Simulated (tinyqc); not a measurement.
Tunnelling through a thin dielectric with one trap, as a tight-binding chain: one step. Scales. Three cases, with inputs chosen for the exercise.

Problem. Form t, ka, q a, and the level of the trap in an endless barrier, Eb = phi + 2t - sqrt(4 t^2 + U^2).

Hopping -t everywhere, t = c/(m a^2), c = hbar^2/2m0; lead sites at 2t (band bottom 0), barrier sites 1 to N at 2t + phi, and site j has U besides. No voltage. Leads give S = -t exp(ika) on sites 1 and N, cos(ka) = 1 - E/(2t). T = (2 t sin(ka))^2 |G_1N|^2, G = (E - H - S)^-1. In the barrier cosh(q a) = 1 + (phi - E)/(2t).

Constants: hbar^2/2m0 = 3.80998211 eV angstrom^2.

Case 1.

Values chosen (barrier and mass of the size used for Al2O3 on silicon; the results hold for these values, not for the real material): a = 2.5 angstrom (site spacing); m = 0.27 m0 (mass, the same in leads and barrier); phi = 2.19 eV (conduction edge of the barrier above that of the leads); U = -3.52 eV (extra energy on the trap site); E = 0.7 eV (electron energy).

Case 2.

Values chosen (barrier and mass of the size used for Al2O3 on silicon; the results hold for these values, not for the real material): a = 2.5 angstrom (site spacing); m = 0.28 m0 (mass, the same in leads and barrier); phi = 2.07 eV (conduction edge of the barrier above that of the leads); U = -3.16 eV (extra energy on the trap site); E = 0.54 eV (electron energy).

Case 3.

Values chosen (barrier and mass of the size used for Si3N4 on silicon; the results hold for these values, not for the real material): a = 2.5 angstrom (site spacing); m = 0.49 m0 (mass, the same in leads and barrier); phi = 2.08 eV (conduction edge of the barrier above that of the leads); U = -3.13 eV (extra energy on the trap site); E = 0.4 eV (electron energy).

Give: t; ka; q a; Eb.

Solution.

Case 1.

t = 2.2578 eV
ka = 0.56427 rad
q a = 0.79154
Eb = 0.9801 eV

Case 2.

t = 2.1771 eV
ka = 0.50332 rad
q a = 0.81552
Eb = 1.0442 eV

Case 3.

t = 1.2441 eV
ka = 0.57492 rad
q a = 1.10499
Eb = 0.5697 eV

Computed by tinyqc, one run a case: `OMP_NUM_THREADS=1 python tinyqc.py N N+1 out.jsonl` with N = 1480552, 1480695, 1481095; one thread of a shared Intel(R) Xeon(R) Processor @ 2.30GHz, about 0.1 s a run at most.
